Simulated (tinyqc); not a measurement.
Self-heating of a transistor with one or more fingers, with temperature-dependent conductivity: one step, computed by the program tinyqc. Command: `OMP_NUM_THREADS=1 python tinyqc.py 3026598 3026599 out.jsonl selfheat walk`. One thread of a shared host (Intel(R) Xeon(R) Processor @ 2.30GHz), about 0.08 s of CPU time with the checks.

N long parallel fingers lie on the top face of a slab whose bottom is held at T_0; the top is otherwise insulated, and heat flows in two dimensions. P in W/mm is 1000 P in W/m.

Problem. Linear temperature rise of each finger. theta_i = (P/(pi kappa_0)) [g_0 + sum over j != i of g(|i - j| s)], with equal powers and constant conductivity; thermal resistance = largest theta/P.

Inputs (values chosen for the exercise, modelled on gallium nitride): conductivity at the base temperature kappa_0 = 151 W/(m K); power per gate width P = 2.1 W/mm; fingers N = 6.

Power: fixed power.

own factor g_0 = 7.830866

g(j s), j = 1..7: [1.250737, 0.636368, 0.345022, 0.190131, 0.105276, 0.058375, 0.032384]

Give: theta of each finger; largest theta; thermal resistance.

Solution.

theta of each finger (K): [45.85, 50.93, 52.90, 52.90, 50.93, 45.85]

largest theta = 52.90 K

thermal resistance = 25.19 K mm/W

The neighbours supply 34 % of the rise of the hottest finger, which runs 7.0 K above the outer ones.
